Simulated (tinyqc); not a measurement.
Worked calculation: Wannier functions of a composite (isolated) pair of valence bands (bonds of an sp chain). Values are carried at full precision from step to step, so a last printed digit may differ when a step is redone from the rounded ones.

Each atom has a hybrid pointing left (<) and right (>). H(k): diagonal +V3 on A, -V3 on B; <A<|A>> = -V1a, <B<|B>> = -V1b, <A>|B<> = -V2, <B>|A<> = -V2p exp(ik); k in 1/a, Bloch sums with exp(ikR). The two lowest bands are filled. Trial functions in cell 0: g1 = cos(c) A> + sin(c) B<, and g2 = sin(c) B> + cos(c) A< of cell 1, whose Bloch vector has cos(c) exp(-ik) on A<. Projection A_mn = <psi_m|g_n>, S = A^+ A, Loewdin U = A S^(-1/2), Bloch-like states w_n = sum_m psi_m U_mn, H_W(k) = U^+ diag(E) U. P = sum_m |psi_m><psi_m| is free of phase choices, and S = g^+ P g, w = P g S^(-1/2).

Values chosen for the exercise:
```
symbol  value  unit     meaning
V2      2.51   eV       coupling in the bond A-B inside the cell
V2p     4.14   eV       coupling in the bond to the next cell
V1a     0.96   eV       coupling of the two hybrids on A
V1b     1.13   eV       the same on B
V3      0      eV       A at +V3, B at -V3
j       1               mesh point, k = 2 pi j/N
N       5               k points
c       45     degrees  trial bonds cos(c) on A, sin(c) on B
xb      0.49   a        position of B (A at 0)
```

## H at one mesh point

Fill in the matrix.

H(k) (eV), lower triangle (Hermitian):
```
                 A<       A>       B<  B>
A<                0
A>          -0.9600        0
B<                0  -2.5100        0
B>  -1.2793-3.9374i        0  -1.1300   0
```

## Levels and the projector on the filled bands

Diagonalise; P = sum over the two lowest states of |psi><psi|.

levels (eV): -4.5499  -2.2218  2.2218  4.5499

P, lower triangle (Hermitian):
```
                A<              A>              B<      B>
A<          0.5000
A>  0.0533-0.0816i          0.5000
B<               0  0.4894-0.0312i          0.5000
B>  0.1334+0.4719i               0  0.0685-0.0693i  0.5000
```

The filled states put 2.000 electrons on A and 2.000 on B at this k.

## Loewdin orthogonalisation

The trial vectors are the columns g1 = (0, cos c, sin c, 0), g2 = (cos c exp(-ik), 0, 0, sin c), k = 2 pi j/N. Form S = g^+ P g, its eigenvalues, S^(-1/2), and w = P g S^(-1/2).

S:
```
                1               2
1          0.9894  0.0037-0.0033i
2  0.0037+0.0033i          0.9900
```

eigenvalues of S: 0.9847  0.9947

S^(-1/2):
```
                 1                2
1           1.0053  -0.0019+0.0017i
2  -0.0019-0.0017i           1.0050
```

w:
```
                 1                2
A<  0.0364+0.0589i   0.2045-0.6733i
A>  0.7034+0.0224i  -0.0448-0.0528i
B<  0.7034-0.0224i   0.0474+0.0505i
B>  0.0474-0.0505i   0.7036+0.0136i
```

The combinations of the trial bonds that diagonalise S lie 98.5 to 99.5 % inside the filled space; an eigenvalue near zero would mark a poor choice.

## The Hamiltonian in the new basis

H_W = w^+ H w; its eigenvalues must be the two filled levels.

H_W(k) (eV):
```
               1              2
1         -2.571  -0.702+0.446i
2  -0.702-0.446i         -4.201
```

eigenvalues (eV): -4.550  -2.222

## Hoppings between the Wannier functions

H_mn(R) = (1/N) sum_k exp(-ikR) H_W,mn(k), the coupling of function m in cell 0 to function n in cell R.

H(R) (eV):
```
R        11       12       21       22
-2   0.0013  -0.0060  -0.0006   0.0013
-1   0.0398  -0.4725  -0.0072   0.0397
0   -2.5933  -0.5587  -0.5587  -4.2233
1    0.0398  -0.0072  -0.4725   0.0397
2    0.0013  -0.0006  -0.0060   0.0013
```

The bond levels are -2.593 and -4.223 eV, against -sqrt(V2^2 + V3^2) = -2.510 and -4.140 for isolated bonds. Neighbouring bonds couple by -0.559 eV through B; the bond-orbital estimate is -V1b (1 + ap)/2 = -0.565 with the mean V2 in ap = V3/sqrt(V2^2 + V3^2).

## The functions in real space

w_n(R) = (1/N) sum_k exp(ikR) w_n(k); point-like hybrids at R (A) and R + xb (B) give centres and spreads.

Function 1:
```
R        A<       A>       B<       B>
-2  -0.0001   0.0008  -0.0003  -0.0024
-1   0.0012   0.0134  -0.0094  -0.0503
0    0.0519   0.7025   0.7025   0.0605
1   -0.0591  -0.0094   0.0134   0.0013
2   -0.0028  -0.0003   0.0008  -0.0001
```

centres (a): 1 0.2460, 2 0.7440

spreads (a^2): 1 0.0638, 2 0.0683

Function 1 has 98.7 % of its weight on the two hybrids of its bond. Its centre lies +0.0010 a from the middle of the bond.

## Checks

- Eigenvalues of H_W against the filled levels: they agree to 1e-10 or better.
- W^+ w against the unit matrix: they agree to 1e-10 or better.

Run: tinyqc, `OMP_NUM_THREADS=1 python tinyqc.py 1450828 1450829 out.jsonl`; Intel(R) Xeon(R) Processor @ 2.30GHz, one thread, shared host; about 0.2 s of CPU time with all checks.
